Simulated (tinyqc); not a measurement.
Inside a calculation: buckled dimers of a reconstructed (001) surface, two dangling bonds a dimer. Values are carried at full precision from step to step, so a last printed digit may differ when a step is redone from the rounded ones.

In a dimer one atom moves up by z and the other down by z; the dangling bond of the up atom (more s-like) falls by gm z and that of the down atom rises by gm z. With all dimers tilted alike: H(k) = [[-gm z - 2 ta cos k, -tp - 2 tx cos k], [., gm z - 2 ta cos k]], k along the row in 1/a. Two electrons a dimer fill the lowest N of the 2N levels on the mesh k_j = (j + 1/2) pi/N. Total energy a dimer: W(z) = (2/N) sum of the filled levels + kf z^2. Repulsion between electrons is left out.

Constants: kB = 8.617333262e-05 eV/K.

Parameters, chosen for this exercise (of the size met on Si(001); shifted at random, so the results belong to these values and not to a real crystal):
```
symbol  value  unit           meaning
tp      0.43   eV             pi coupling inside a dimer
ta      0.21   eV             coupling between like atoms along the row
tx      0.02   eV             diagonal coupling along the row
gm      2.33   eV/angstrom    shift of a dangling bond with height
z       0.39   angstrom       a trial buckling
k       0.73   pi/a           wave vector along the row
kf      7      eV/angstrom^2  force constant of buckling
N       8                     k points
```

## One k point at the trial buckling

Form H, its levels and the weight of the lower one on the up atom, (1 + gm z/sqrt((gm z)^2 + h^2))/2 with h the off-diagonal element; k is given in pi/a.

H (eV), rows up, down and columns alike:
```
[[-0.6309, -0.4035],
 [-0.4035, 1.1865]]
```

levels (eV): [-0.7165, 1.2720]

weight on the up atom = 0.9570

## The bands on the mesh

Both levels at each k_j for the trial z, and W(z).

Levels (eV):
```
j  k (pi/a)    lower   upper
0    0.0625  -1.4346  0.6108
1    0.1875  -1.3692  0.6708
2    0.3125  -1.2483  0.7817
3    0.4375  -1.0906  0.9267
4    0.5625  -0.9201  1.0839
5    0.6875  -0.7627  1.2293
6    0.8125  -0.6423  1.3408
7    0.9375  -0.5772  1.4011
```

band energy = -2.0113 eV
elastic energy = 1.0647 eV
W = -0.9466 eV

The lower band is full and the upper empty.

## An isolated dimer

For ta = tx = 0, W = -2 sqrt(tp^2 + (gm z)^2) + kf z^2. It buckles if gm^2/kf > tp; then sqrt(tp^2 + (gm z)^2) = gm^2/kf, the gap is twice that, and the gain is (gm^2/kf - tp)^2 kf/gm^2.

gm^2/kf = 0.7756 eV
buckling z = 0.2770 angstrom
gap = 1.5511 eV
gain = 0.1540 eV

The pi bond is too weak to resist: the dimer tilts and charge moves to the up atom.

## The row at its minimum

Minimise W over z from 0 to 1 angstrom. Gap: lowest upper level less highest lower level on 201 points from 0 to pi (negative: overlap). Charge moved to the up atom: the mean of gm z/sqrt((gm z)^2 + h^2) over the mesh, valid for a full lower band.

z = 0.2770 angstrom
gain over flat dimers = 0.1547 eV

gap (eV): flat 0.0200, at the minimum 0.7125

charge moved = 0.832 e

With these values the flat row already has a gap and buckling widens it; fuller one-electron models of Si(001) and Ge(001) find the flat dimers metallic. Per dimer, the gain is also the barrier for flipping the whole row together in this picture, 6.0 kT at 300 K.

## Checks

- Buckling of an isolated dimer from the formula against numerical minimisation: both 0.2770.

Run: tinyqc, `OMP_NUM_THREADS=1 python tinyqc.py 1452021 1452022 out.jsonl`; Intel(R) Xeon(R) Processor @ 2.30GHz, one thread, shared host; about 0.04 s of CPU time with all checks.
